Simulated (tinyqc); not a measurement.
Virtual-crystal alloy A(1-x)B(x) in sp3s* tight binding: one step. Levels at X. Five cases, with inputs chosen for the exercise.

Problem. Diagonalise H; four bands are filled. The top of the valence band is the lower p root at Gamma.

Case 1.

H (eV):
```
             sa         xa          ya          za         s*a          sc         xc         yc         zc
sa    -8.113040          0           0           0           0           0  4.654174i          0          0
xa            0   1.022890           0           0           0  -5.685073i          0          0          0
ya            0          0    1.022890           0           0           0          0          0  4.856735i
za            0          0           0    1.022890           0           0          0  4.856735i          0
s*a           0          0           0           0    8.276610           0  4.751011i          0          0
sc            0  5.685073i           0           0           0   -2.228710          0          0          0
xc   -4.654174i          0           0           0  -4.751011i           0   3.649000          0          0
yc            0          0           0  -4.856735i           0           0          0   3.649000          0
zc            0          0  -4.856735i           0           0           0          0          0   3.649000
s*c           0  4.854574i           0           0           0           0          0          0          0

            s*c
sa            0
xa   -4.854574i
ya            0
za            0
s*a           0
sc            0
xc            0
yc            0
zc            0
s*c    6.735640
```

p roots (eV): -0.003707  4.675597

Case 2.

H (eV):
```
             sa         xa          ya          za         s*a          sc         xc         yc         zc
sa    -7.914060          0           0           0           0           0  4.805655i          0          0
xa            0   1.011320           0           0           0  -5.650925i          0          0          0
ya            0          0    1.011320           0           0           0          0          0  4.672230i
za            0          0           0    1.011320           0           0          0  4.672230i          0
s*a           0          0           0           0    7.996750           0  4.681444i          0          0
sc            0  5.650925i           0           0           0   -1.870060          0          0          0
xc   -4.805655i          0           0           0  -4.681444i           0   3.624420          0          0
yc            0          0           0  -4.672230i           0           0          0   3.624420          0
zc            0          0  -4.672230i           0           0           0          0          0   3.624420
s*c           0  4.899416i           0           0           0           0          0          0          0

            s*c
sa            0
xa   -4.899416i
ya            0
za            0
s*a           0
sc            0
xc            0
yc            0
zc            0
s*c    6.725540
```

p roots (eV): 0.000530  4.635210

Case 3.

H (eV):
```
             sa         xa          ya          za         s*a          sc         xc         yc         zc
sa    -9.277600          0           0           0           0           0  3.358571i          0          0
xa            0   0.943680           0           0           0  -5.527477i          0          0          0
ya            0          0    0.943680           0           0           0          0          0  4.603457i
za            0          0           0    0.943680           0           0          0  4.603457i          0
s*a           0          0           0           0    7.695400           0  3.704334i          0          0
sc            0  5.527477i           0           0           0   -2.702440          0          0          0
xc   -3.358571i          0           0           0  -3.704334i           0   3.711360          0          0
yc            0          0           0  -4.603457i           0           0          0   3.711360          0
zc            0          0  -4.603457i           0           0           0          0          0   3.711360
s*c           0  4.100317i           0           0           0           0          0          0          0

            s*c
sa            0
xa   -4.100317i
ya            0
za            0
s*a           0
sc            0
xc            0
yc            0
zc            0
s*c    6.717440
```

p roots (eV): 0.003803  4.651237

Case 4.

H (eV):
```
             sa         xa          ya          za         s*a          sc         xc         yc         zc
sa    -7.650060          0           0           0           0           0  4.804082i          0          0
xa            0   0.917900           0           0           0  -5.007834i          0          0          0
ya            0          0    0.917900           0           0           0          0          0  4.421719i
za            0          0           0    0.917900           0           0          0  4.421719i          0
s*a           0          0           0           0    7.284360           0  4.953072i          0          0
sc            0  5.007834i           0           0           0   -3.473380          0          0          0
xc   -4.804082i          0           0           0  -4.953072i           0   3.166460          0          0
yc            0          0           0  -4.421719i           0           0          0   3.166460          0
zc            0          0  -4.421719i           0           0           0          0          0   3.166460
s*c           0  4.402595i           0           0           0           0          0          0          0

            s*c
sa            0
xa   -4.402595i
ya            0
za            0
s*a           0
sc            0
xc            0
yc            0
zc            0
s*c    6.249800
```

p roots (eV): 0.005151  4.079209

Case 5.

H (eV):
```
             sa         xa          ya          za         s*a          sc         xc         yc         zc
sa    -7.976440          0           0           0           0           0  4.760356i          0          0
xa            0   1.014840           0           0           0  -5.669000i          0          0          0
ya            0          0    1.014840           0           0           0          0          0  4.730331i
za            0          0           0    1.014840           0           0          0  4.730331i          0
s*a           0          0           0           0    8.107400           0  4.707657i          0          0
sc            0  5.669000i           0           0           0   -2.006560          0          0          0
xc   -4.760356i          0           0           0  -4.707657i           0   3.632160          0          0
yc            0          0           0  -4.730331i           0           0          0   3.632160          0
zc            0          0  -4.730331i           0           0           0          0          0   3.632160
s*c           0  4.904767i           0           0           0           0          0          0          0

            s*c
sa            0
xa   -4.904767i
ya            0
za            0
s*a           0
sc            0
xc            0
yc            0
zc            0
s*c    6.711160
```

p roots (eV): -0.000479  4.647479

Give: levels; gap from the valence top to X.

Solution.

Case 1.

levels (eV): -9.8767  -7.1875  -2.6952  -2.6952  2.1086  2.4451  7.3670  7.3670  10.2722  11.5806

gap from the valence top to X = 2.1123 eV

Case 2.

levels (eV): -9.8070  -6.9840  -2.5336  -2.5336  2.1611  2.5343  7.1693  7.1693  10.3164  11.3530

gap from the valence top to X = 2.1606 eV

Case 3.

levels (eV): -10.1399  -7.1456  -2.4794  -2.4794  2.1981  2.6073  7.1345  7.1345  9.4969  10.0709

gap from the valence top to X = 2.1943 eV

Case 4.

levels (eV): -9.6754  -7.2182  -2.5202  -2.5202  1.4738  1.6322  6.6046  6.6046  9.2803  11.0023

gap from the valence top to X = 1.4687 eV

Case 5.

levels (eV): -9.8299  -7.0733  -2.5845  -2.5845  2.1499  2.4831  7.2315  7.2315  10.3096  11.4431

gap from the valence top to X = 2.1504 eV

Computed by tinyqc, one run a case: `OMP_NUM_THREADS=1 python tinyqc.py N N+1 out.jsonl` with N = 1480661, 1480663, 1480746, 1481358, 1481544; one thread of a shared Intel(R) Xeon(R) Processor @ 2.30GHz, about 0.1 s a run at most.
